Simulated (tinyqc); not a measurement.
Ellipsometry and reflectance of a transparent film on an absorbing substrate: effect of the angle of incidence.

Air (index 1), film, substrate with N2 = n2 - i k2; time factor exp(+i w t). q_j = sqrt(N_j^2 - sin^2 th), root with positive real part. Fresnel coefficients r_s = (q_a - q_b)/(q_a + q_b), r_p = (N_b^2 q_a - N_a^2 q_b)/(N_b^2 q_a + N_a^2 q_b). tan(Psi) exp(i Delta) = R_p/R_s, Delta taken from 0 to 360 degrees.

beta = 2 pi d q1/lam, X = exp(-2 i beta), R = (r01 + r12 X)/(1 + r01 r12 X) for p and s. dDelta/dd is the derivative of Delta; period lam/(2 q1).

Parameters, values chosen for the exercise; indices close to those of silicon nitride on silicon: wavelength lam = 800 nm; index of the transparent film n1 = 2.009; film thickness d = 5.3 nm; index of the substrate n2 = 3.692; extinction coefficient of the substrate k2 = 0.0065.

Results:

| th (degrees) | Psi (degrees) | Delta (degrees) | \|R_p\|^2 | \|R_s\|^2 | dDelta/dd (degrees/nm) | period (nm) |
|---|---|---|---|---|---|---|
| 50 | 30.79 | 177.2 | 0.1724 | 0.4855 | -0.5253 | 215.4 |
| 55 | 26.98 | 176.2 | 0.1359 | 0.5244 | -0.7091 | 218.1 |
| 60 | 22.31 | 174.6 | 0.09587 | 0.5694 | -0.9906 | 220.7 |
| 65 | 16.53 | 171.8 | 0.05471 | 0.6209 | -1.505 | 223.1 |
| 75 | 2.699 | 79.05 | 0.001659 | 0.7466 | 0.5683 | 227.1 |
| 80 | 12.92 | 11.06 | 0.04324 | 0.8219 | 1.914 | 228.4 |
| 85 | 27.85 | 3.637 | 0.2529 | 0.9062 | 0.6530 | 229.3 |

Estimate the missing row, th = 70 degrees.

Computed row:

| th (degrees) | Psi (degrees) | Delta (degrees) | \|R_p\|^2 | \|R_s\|^2 | dDelta/dd (degrees/nm) | period (nm) |
|---|---|---|---|---|---|---|
| 70 | 9.327 | 164.1 | 0.01834 | 0.6798 | -2.876 | 225.3 |

With this row back in the table: Psi goes from 30.8 through a minimum of 2.70 (at th = 75 among the rows listed) to 27.8 degrees and |R_p|^2 goes from 0.172 through a minimum of 0.00166 (at th = 75 among the rows listed) to 0.253. The slope of Delta is largest in size, 2.88 degrees/nm, at th = 70 among the rows. The bare substrate has its smallest |R_p| near arctan(n2) = 74.8 degrees.

Computed by the program tinyqc: `OMP_NUM_THREADS=1 python tinyqc.py 2870196 2870197 out.jsonl`, one thread of a shared Intel Xeon 2.30GHz, about 0.01 s for the whole run.
